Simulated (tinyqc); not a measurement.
Depletion-mode phase shifter in a rib waveguide and its Mach-Zehnder modulator: one step of the calculation.

A lateral p-n junction at x0 in a waveguide whose mode intensity is a Gaussian of rms width s about x = 0; p side at smaller x. Reverse bias removes carriers and raises the index. Abrupt junction, doping uniform over the whole mode, lumped electrode (no travelling-wave effects).

Question. Depletion edges and mode overlap. W = sqrt(2 eps0 eps_r (Vb + V)(1/Na + 1/Nd)/q); edges xp = x0 - W Nd/(Na + Nd), xn = x0 + W Na/(Na + Nd); F(x) = [1 + erf(x/(sqrt(2) s))]/2.

Parameters, values chosen for the exercise; values close to those of silicon near 1550 nm: relative permittivity of the semiconductor eps_r = 11.7; acceptor density Na = 3.3e17 cm^-3; donor density Nd = 1.7e18 cm^-3; built-in voltage Vb = 0.92 V; rms width of the lateral mode intensity s = 110 nm; junction offset towards the n side x0 = 60 nm; reverse bias V = 2 V.

Constants: q = 1.602176634e-19 C, eps0 = 8.8541878128e-14 F/cm where lengths are in cm. Results are converted to the units shown.

Give: W at 0 and at V; edge; F.

Answer.

W at 0 and at V (nm): [65.61, 116.9]

| edge | edge (nm) | F |
|---|---|---|
| xp(0) | 5.053 | 0.5183 |
| xn(0) | 70.67 | 0.7397 |
| xp(V) | -37.89 | 0.3653 |
| xn(V) | 79.00 | 0.7637 |

Computed by the program tinyqc: `OMP_NUM_THREADS=1 python tinyqc.py 2650006 2650007 out.jsonl`, one thread of a shared Intel Xeon 2.30GHz, about 0.01 s for the whole run.
